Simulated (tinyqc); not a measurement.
# Changing the step factor eta

Model: geometry relaxation of a small cluster. Computed by tinyqc, a small Python program. Command: `OMP_NUM_THREADS=1 python tinyqc.py 3030577 3030578 out.jsonl relax sweep`. One thread of a shared host (Intel(R) Xeon(R) Processor @ 2.30GHz), about 0.09 s of CPU time with the checks.

E = sum_i {sum_j A exp(-p (r_ij/r0 - 1)) - xi sqrt(rho_i)}, rho_i = sum_j exp(-2 q (r_ij/r0 - 1)); the force on i is -sum_j w_ij (R_i - R_j)/r_ij with w_ij = -(2p/r0) A exp(-p (r_ij/r0 - 1)) + (xi q/r0) exp(-2 q (r_ij/r0 - 1)) (rho_i^(-1/2) + rho_j^(-1/2)).

Inputs (values chosen for the exercise, for model atoms): length r0 = 3.14 angstrom; repulsion A = 0.19 eV; hopping xi = 2.14 eV; decay p = 10.9; decay q = 3.35; largest number of steps = 500.

Potential: Gupta. Method: FIRE.

starting positions (angstrom), rows atom 1, atom 2, atom 3, atom 4, atom 5, columns x, y, z:
$$\begin{pmatrix}
-0.05 & -0.2 & 0.25 \\
2.72 & 0.2 & 0.07 \\
1.21 & 2.7 & -0.08 \\
1.55 & 0.55 & 2.32 \\
1.53 & 0.69 & -2.49
\end{pmatrix}$$

Method:
- FIRE with unit mass: if F.v > 0, v = (1 - a) v + a |v| F/|F|, and after more than 5 such steps in a row dt = min(1.1 dt, 5 dt0), a = 0.99 a; else v = 0, a = 0.1, and dt = dt/2 (not at the first step). Then v = v + dt F, R(new) = R + dt v. dt0 = sqrt(eta), a = 0.1 at first.
- No atom moves more than 0.3 angstrom a step (the whole step is scaled). Stop when the largest force component is below 1e-5 eV/angstrom.
- Hessian at the final positions by central differences of the forces; six eigenvalues vanish (translations and rotations). Steepest descent is stable for eta below 2/lambda_max and contracts the softest mode by 1 - eta lambda_min a step.

One run for each value:
```
step factor eta (angstrom^2/eV)  steps  final energy (eV)  largest stable eta (angstrom^2/eV)
0.0056                             138            -18.344                            0.064855
0.0081                             137            -18.344                            0.064855
0.0120                             128            -18.344                            0.064855
0.0170                             126            -18.344                            0.064854
0.0250                             137            -18.344                            0.064855
0.0360                             118            -18.344                            0.064855
0.0530                             129            -18.344                            0.064855
0.0770                             113            -18.344                            0.064855
0.1100                             125            -18.344                            0.064855
```

What does the table show, and why?

Over the rows, steps lies between 113 and 138 without a single trend. The final energy is the same in every row; the largest stable eta for plain steepest descent is 0.0649. The adaptive time step absorbs much of the change in eta.

Extremes, crossings and ranges named in words are read from the listed rows.
